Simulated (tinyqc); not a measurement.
Dispersion: Heisenberg magnet: exchange from energy differences, ordering vector, linear spin waves and ordering temperature. Computed by tinyqc, a small Python program. Command: `OMP_NUM_THREADS=1 python tinyqc.py 3031384 3031385 out.jsonl magnon walk`. One thread of a shared host (Intel(R) Xeon(R) Processor @ 2.30GHz), about 0.09 s of CPU time with the checks.

H = -sum over pairs <ij> J_ij S_i.S_j - K sum_i (S_i^z)^2, each pair once, J > 0 ferromagnetic. First neighbours: 6 at a (1, 0, 0), second: 12 at a (1, 1, 0), with all permutations and signs.

Inputs (values chosen for the exercise, for a model magnet): exchange J1 = -2.71 meV; exchange J2 = 0.3 meV; spin S = 1; single-ion anisotropy K = 0.16 meV; lattice constant a = 5.61 angstrom.

Lattice: simple cubic. Order: Neel (nearest neighbours antiparallel).

Method:
- g_s(q) = sum over shell s of cos(q.R), z1 = g1(0). A(q) = S [-J1 g1(0) + J2 (g2(0) - g2(q))] + (2S - 1) K, B(q) = S J1 g1(q), E(q) = sqrt(A^2 - B^2). The factor 2S - 1 removes the anisotropy for S = 1/2.
- sum R_x^2 over the shells is s1 = 2 a^2 and s2 = 8 a^2. Without K, E = c q with c = S sqrt(z1 |J1| (|J1| s1 + J2 s2)); the gap is E(0) = sqrt(k (k + 2 S z1 |J1|)), k = (2S - 1) K.
- J(q) = J1 g1(q) + J2 g2(q), g_s(q) = sum over shell s of cos(q.R).

gap = 2.28666 meV

spin-wave velocity c = 63.2596 meV angstrom

Energies (meV); X = (0.5, 0, 0), M = (0.5, 0.5, 0) in 2 pi/a:
```
line  fraction of the way    E(q)  sqrt(gap^2 + c^2 q^2)
G-X                  0.10   4.202                  4.216
G-X                  0.25   8.827                  9.147
G-X                  0.50  15.385                 17.860
G-X                  0.75  19.283                 26.667
G-X                  1.00  20.516                 35.499
G-M                  0.10   5.466                  5.507
G-M                  0.25  11.953                 12.732
G-M                  0.50  19.272                 25.154
G-M                  0.75  20.997                 37.644
G-M                  1.00  20.516                 50.151
```

What follows from these numbers?

At the end of the G-X rows the long-wave form is 1.73 times the true energy. At the end of the G-M rows the long-wave form is 2.44 times the true energy. It holds to 5 % in 3 of the ten rows; nearer the zone boundary the cosine flattens the band.
